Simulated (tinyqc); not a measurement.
Surface potential of a MOS transistor: implicit equation and explicit approximations: two steps of the calculation.

p-type body, charge-sheet picture, depletion and inversion only, full ionisation (an idealisation for deep acceptors), Boltzmann statistics (rough once Na exp(x - xn) passes about Nc/7). In units of Vt: xg = (Vg - Vfb)/Vt, x = psi/Vt, G = gamma/sqrt(Vt), xn = (2 phiF + Vc)/Vt. The implicit equation is (xg - x)^2 = G^2 [x - 1 + exp(x - xn)] for x above about 3. Cox = eps0 eox/tox.

Question 1. Explicit approximation. Depletion value a = 1 + [sqrt(G^2/4 + xg - 1) - G/2]^2; inversion value b = xn + ln[(xg - xn)^2/G^2 - xn + 1] and first guess y = min(a, b) - ln(1 + exp(-|a - b|)) if a > xn + 1, else b = y = a; one second-order correction with D = exp(y - xn), p = 2 (xg - y) + G^2 (1 + D), w = (xg - y)^2 - G^2 (y - 1 + D): z = y + 2 w/(p + sqrt(p^2 - 2 (2 - G^2 D) w)), or the Newton step z = y + w/p where the root is not real.

G = 0.15102795
xn = 39.632137
xg = 48.274795

Give: a; b; y; p; w; z.

Answer 1.

a = 47.248
b = 47.714
y = 46.761
p = 31.501
w = -27.202
z = 45.897

The root of the implicit equation is x = 45.3966; y misses it by 1.4 and z by 0.50, in units of Vt (Newton branch).

Question 2. New x. D = exp(x - xn), f = (xg - x)^2 - G^2 (x - 1 + D), f' = -2 (xg - x) - G^2 (1 + D), x(new) = x - f/f'.

x at the start = 46.76
G = 0.15102795
xn = 39.632137
xg = 48.274795

Wanted: D; f; f'; x after iteration 1.

Answer 2.

D = 1246
f = -27.17
f' = -31.48
x after iteration 1 = 45.90

Computed by the program tinyqc: `OMP_NUM_THREADS=1 python tinyqc.py 2122003 2122004 out.jsonl`, one thread of a shared Intel Xeon 2.30GHz, about 0.01 s for the whole run.
